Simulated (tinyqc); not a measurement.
A periodic Ge profile (wiggle well): inter-valley coupling by envelope functions against a chain of atomic planes.

Chain: E(phi) = e0 + 2 v cos(phi) + 2 u cos(2 phi), cos(phi0) = -v/(4u), e0 = 2u + v^2/(4u); plane j = 0, 1, ... has the potential V_j = dE x_j + F (j - 30) a/4 (1 MV/m = 1e-4 V/angstrom). There are 30 barrier planes a side; with y = j - 29.5, x_j = xb (f(y) + f(Nw - y)), f(y) = 1/(1 + exp(y/L)), plus any Ge added in the well. The valley splitting is the spacing of the two lowest levels. Envelope theory: F_j solves a one-valley chain with hopping -b and diagonal 2b + V_j, b = 4u sin^2(phi0), sum F_j^2 = 1; the valleys couple by Dv = sum_j F_j^2 V_j exp(-2 i phi0 j) and split by 2|Dv|.

Parameters, chosen for this exercise (near those of the Delta valleys of silicon in a SiGe well; the results hold for these values, not for the real material):
- a = 5.431 angstrom (lattice constant; planes lie a/4 apart)
- u = 0.583 eV (second-neighbour hopping)
- v = 0.469 eV (nearest hopping)
- Nw = 48 (planes in the well)
- L = 0.75 planes (interface width)
- xb = 0.26 (Ge fraction of the barriers)
- dE = 0.62 eV (offset per unit Ge fraction)
- F = 8 MV/m (field)
- xw = 0.006 (mean Ge fraction of the wiggle)

periods (planes): pi/phi0 1.77162, pi/(pi - phi0) 2.29598

Added fraction xw (1 - cos(2 pi (j - 30)/p)) on the well planes; p = f times the resonant period pi/(pi - phi0). At resonance the estimate is dE xw.

Against period:

| f | p (planes) | mean of the doublet (meV) | splitting, chain (micro-eV) | envelope |
|---|---|---|---|---|
| 0.90 | 2.0664 | 31.68 | 323 | 338 |
| 0.95 | 2.1812 | 31.64 | 1763 | 1801 |
| 0.98 | 2.2501 | 31.67 | 3253 | 3267 |
| 0.99 | 2.2730 | 31.69 | 3541 | 3538 |
| 1.00 | 2.2960 | 31.70 | 3646 | 3627 |
| 1.01 | 2.3189 | 31.69 | 3561 | 3529 |
| 1.02 | 2.3419 | 31.68 | 3308 | 3269 |
| 1.05 | 2.4108 | 31.64 | 2046 | 1999 |
| 1.10 | 2.5256 | 31.66 | 564 | 535 |
| 1.50 | 3.4440 | 31.70 | 28 | 27 |
| 3.00 | 6.8879 | 31.71 | 17 | 17 |

How do the results move, and what explains it?

The splitting peaks at f = 1 with 3.65 meV, against the estimate dE xw = 3.72 meV, and is 0.89 and 0.91 of the value at f = 1 two per cent off to either side: the width of the resonance is set by the number of periods under the envelope. At f = 3 it is 17 micro-eV. The chain has one orbital a plane and knows only this resonance; longer periods that work through other bands are outside it.

Computed by tinyqc, a small Python program: `OMP_NUM_THREADS=1 python tinyqc.py 1482368 1482369 out.jsonl` (the numbers bound the seed that draws the inputs); one thread of a shared host (Intel(R) Xeon(R) Processor @ 2.30GHz), about 0.09 s for the whole set of steps.
